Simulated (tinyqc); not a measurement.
Read current of a NAND string, cells in series solved by shooting: one step of the calculation.

Cells in series, numbered from 0 at the source line (0 V) to the bit line, each followed by a gap resistance Rg. A cell with gate Vg, threshold VT, source Vs and drain Vd passes I = 2 nf K Vt^2 [F(Vs) - F(Vd)]/(1 + th max(Vg - VT, 0)), F(V) = ln^2(1 + exp((Vg - VT - nf V)/(2 nf Vt))). The selected cell has Vg = Vr, the others Vg = Vp.

Question. Node voltages for a trial current. For a trial current I start at 0 V and, cell by cell (the selected one is cell 0), solve for the drain: sqrt(F(Vd)) = sqrt(F(Vs) - I/k), k = 2 nf K Vt^2/(1 + th max(Vg - VT, 0)), Vd = [Vg - VT - 2 nf Vt ln(exp(sqrt F) - 1)]/nf, then add I Rg.

Parameters, values chosen for the exercise; values of the order met in vertical NAND strings:
```
symbol  value    unit                                 meaning
T         300       K                             temperature
K          18  uA/V^2                   gain factor of a cell
nf        1.2                                    slope factor
th       0.18     1/V               mobility reduction factor
Rg         16    kohm     resistance of the gap between cells
Vbl       0.3       V                        bit-line voltage
Vp        7.2       V                            pass voltage
Vr       4.46       V  read voltage on the selected word line
```

Constants: q = 1.602176634e-19 C, kB = 1.380649e-23 J/K, Vt = kB T/q. Results are converted to the units shown.

second trial current = 1.3 uA
thresholds from the source end, cell 0 to 4 (V): [2.9, 3.7, -2.3, 3.7, -2.3]

Wanted: node voltage after each cell and gap, trial 2.

Answer.

node voltage after each cell and gap, trial 2, cell 0 to 4 (V): [0.08151, 0.1371, 0.1789, 0.2358, 0.2779]

Computed by the program tinyqc: `OMP_NUM_THREADS=1 python tinyqc.py 2142256 2142257 out.jsonl`, one thread of a shared Intel Xeon 2.30GHz, about 0.4 s for the whole run.
